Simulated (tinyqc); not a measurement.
## Barrier from its over-barrier resonances

Inverse problem. A flat barrier of width d = 0.5 nm between equal leads transmits fully where k d = n pi, that is at E_n = U + C (n pi/d)^2/m, C = hbar^2/(2 m0), whatever the lead mass. Find m and U.

Constants: q = 1.602176634e-19 C, hbar = 1.054571817e-34 J s, m0 = 9.1093837015e-31 kg, hbar^2/(2 m0) = 0.0380998212 eV nm^2. Results are converted to the units shown.

energies of resonances n = 2 and 3 (eV): 41.109884  91.247239

Answer. The spacing is 5 C (pi/d)^2/m, which gives m; either energy then gives U.

m = 0.150 m0
U = 1.00 eV

Numbers from tinyqc (`OMP_NUM_THREADS=1 python tinyqc.py 2560119 2560120 out.jsonl`; about 0.06 s on one thread of a shared Intel Xeon 2.30GHz).
